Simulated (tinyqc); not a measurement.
Composition and strain of an epitaxial Si(1-x)Ge(x) layer from Raman and X-ray peaks. Changing the Ge fraction x. Computed by tinyqc, a small Python program. Command: `OMP_NUM_THREADS=1 python tinyqc.py 3002081 3002082 out.jsonl epiraman sweep`. One thread of a shared host (Intel(R) Xeon(R) Processor @ 2.30GHz), about 0.01 s of CPU time with the checks.

A (001) layer, biaxially strained in the plane. The Raman peaks follow empirical lines omega = w0 + c1 x + c3 x^3 + b eps (c3 for Si-Ge alone), with eps the in-plane strain.

Inputs (values chosen for the exercise, modelled on silicon-germanium): degree of relaxation R = 0.062; lattice constant of Si = 5.431 angstrom; lattice constant of Ge = 5.658 angstrom; bowing B = 0.025 angstrom; 2 C12/C11 of Si = 0.777; 2 C12/C11 of Ge = 0.757; Si-Si: w0 = 520.4 1/cm; Si-Si: c1 = -64.2 1/cm; Si-Si: strain coefficient b = -686 1/cm; Si-Ge: w0 = 400.2 1/cm; Si-Ge: c1 = 25.4 1/cm; Si-Ge: c3 = -32.8 1/cm; Si-Ge: strain coefficient b = -600 1/cm; Ge-Ge: w0 = 280.5 1/cm; Ge-Ge: c1 = 20 1/cm; Ge-Ge: strain coefficient b = -467 1/cm; X-ray wavelength = 1.540598 angstrom.

Substrate: silicon.

Method:
- Relaxed lattice constant a(x) = a_Si + (a_Ge - a_Si) x - B x (1 - x).
- In-plane constant a_par = a_sub + R (a(x) - a_sub); eps = a_par/a(x) - 1; eps_perp = -(2 C12/C11) eps with 2 C12/C11 linear in x; a_perp = a(x) (1 + eps_perp).
- Insert x and eps in the three lines; the strain part is b eps.
- Bragg angle theta = arcsin(2 lambda/a) for (004), for the substrate with a_sub and the layer with a_perp; separation in arc seconds.

One run for each value; columns: (1) Ge fraction x; (2) Si-Si peak (1/cm); (3) Si-Ge peak (1/cm); (4) Ge-Ge peak (1/cm); (5) in-plane strain eps (per mille); (6) separation, layer less substrate (arcsec):
```
(1)     (2)    (3)    (4)     (5)    (6)
0.08  517.2  403.9  283.4   -2.81   -733
0.18  513.2  408.4  287.1   -6.38  -1654
0.29  508.9  413.0  291.1  -10.36  -2673
0.40  504.6  416.9  295.2  -14.42  -3697
0.50  500.8  419.7  299.0  -18.16  -4631
0.60  496.9  421.5  302.8  -21.96  -5569
0.71  492.8  422.2  306.9  -26.19  -6603
0.82  488.7  421.2  311.1  -30.49  -7639
0.92  485.0  418.7  315.0  -34.44  -8582
```

Over the rows, Si-Si peak (1/cm) falls from 517 to 485 (exponent d ln y / d ln x -0.0095 between the first rows and -0.066 between the last); Si-Ge peak (1/cm) goes from 404 through a maximum among these rows, 422 at 0.710, to 419; Ge-Ge peak (1/cm) rises from 283 to 315 (exponent d ln y / d ln x 0.016 between the first rows and 0.11 between the last). Composition and strain both change with x. The Si-Si peak moves by -38.4 per cm per unit x on average, against c1 = -64.2 without strain: eps moves towards compression as x grows, which offsets part of the fall, in proportion to 1 - R.

Caution (rows 0.0800, 0.180, 0.820, 0.920): near either end one of the like-atom peaks is weak, since its intensity follows the number of such bonds. Caution (rows 0.600, 0.710, 0.820, 0.920): strains above 2 % survive only in layers a few nanometres thick, and the linear relations lose accuracy.

Extremes, crossings and ranges named in words are read from the listed rows.
